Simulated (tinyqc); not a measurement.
Strain-driven roughening and islands of a mismatched epitaxial film: one step, computed by the program tinyqc.

Film and substrate share isotropic elastic constants; the film is coherent and biaxially strained.

Task: Elastic energy of the flat film. M = 2 G (1 + nu)/(1 - nu); stress = M f; energy density w = M f^2.

Inputs (values chosen for the exercise, for a model film): misfit |f| = 0.0432; shear modulus G = 49.3 GPa; Poisson ratio nu = 0.29.

Give: biaxial modulus M; stress; energy density w.

Result:

biaxial modulus M = 179.15 GPa

stress = 7.7391 GPa

energy density w = 334.33 MJ/m^3
